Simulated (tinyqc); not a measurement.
The integration grid: Kohn-Sham LDA (VWN5) on finer and finer grids in the 6-311g basis, for H2, spin multiplicity 1. Computed by the program tinyqc with PySCF. Self-consistent on each grid; the net force on the molecule should vanish.

Geometry (angstrom):
```
atom,x,y,z
H,0.0000,0.0000,0.0000
H,0.0000,0.0000,0.9190
```

Kohn-Sham energy on Becke grids (radial x angular points per atom):
```
grid,points,residual of the electron count,E (hartree),E - finest (mhartree),largest net force without grid terms (hartree/bohr)
10 x 14,276,8.62e-03,-1.12748,-3.36977,3.66e-18
15 x 26,774,-4.74e-03,-1.12420,-0.09410,1.11e-16
20 x 50,1992,-3.40e-05,-1.12410,0.01151,1.67e-16
30 x 86,5148,2.10e-06,-1.12411,0.00235,1.42e-17
50 x 194,19380,3.37e-08,-1.12411,-3.54e-05,1.88e-17
75 x 302,45270,2.53e-09,-1.12411,0.00000,2.96e-17
120 x 590,141390,2.97e-11,-1.12411,0.00000,5.11e-17
```

What does the comparison show, and why?

The energy is within 0.1 mhartree of the finest grid first at 15 x 26. The error has both signs, since quadrature is not variational. The net force vanishes by symmetry here, so only the electron count signals a poor grid.
